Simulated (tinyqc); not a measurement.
# Charge needed for a dipole step

Two sheets of opposite charge dd apart with permittivity ei give the step D = q N dd/(eps0 ei).

Inputs (values chosen for the exercise): relative permittivity inside the dipole layer ei = 4.4; thickness of the dipole layer dd = 0.19 nm.

Constants: q = 1.602176634e-19 C, eps0 = 8.8541878128e-14 F/cm where lengths are in cm. Results are converted to the units shown.

Result of one run:
```
N (cm^-2)     D (V)  field (MV/cm)  moment (debye/nm^2, 1 D = 3.33564e-30 C m)
6.8e12     0.053134         2.7965                                     0.62057
```

What becomes of these results when the charge in each sheet N is changed from 6.8e12 to 1.1e14 cm^-2, all else the same?

Result of the changed run:
```
N (cm^-2)    D (V)  field (MV/cm)  moment (debye/nm^2, 1 D = 3.33564e-30 C m)
1.1e14     0.85952         45.238                                      10.039
```

The whole series:
```
N (cm^-2)      D (V)  field (MV/cm)  moment (debye/nm^2, 1 D = 3.33564e-30 C m)
1e12       0.0078138        0.41125                                    0.091261
2.7e12      0.021097         1.1104                                     0.24640
6.8e12      0.053134         2.7965                                     0.62057
1.7e13       0.13283         6.9913                                      1.5514
4.5e13       0.35162         18.506                                      4.1067
1.1e14       0.85952         45.238                                      10.039
2.9e14        2.2660         119.26                                      26.466
```

D is proportional to N, 0.1 V for 1.28e13 cm^-2. The same sheet as an uncompensated charge under 1 nm of a dielectric of permittivity 3.9 would shift the flat band by 0.594 V, and that shift would grow with thickness, which a dipole step does not. For N = 1.1e14, 2.9e14 the field exceeds 20 MV/cm; it acts over one bond length, where the sheet picture is only a bookkeeping device.

Computed by the program tinyqc: `OMP_NUM_THREADS=1 python tinyqc.py 2410131 2410132 out.jsonl`, one thread of a shared Intel Xeon 2.30GHz, about 0.01 s for the whole run.
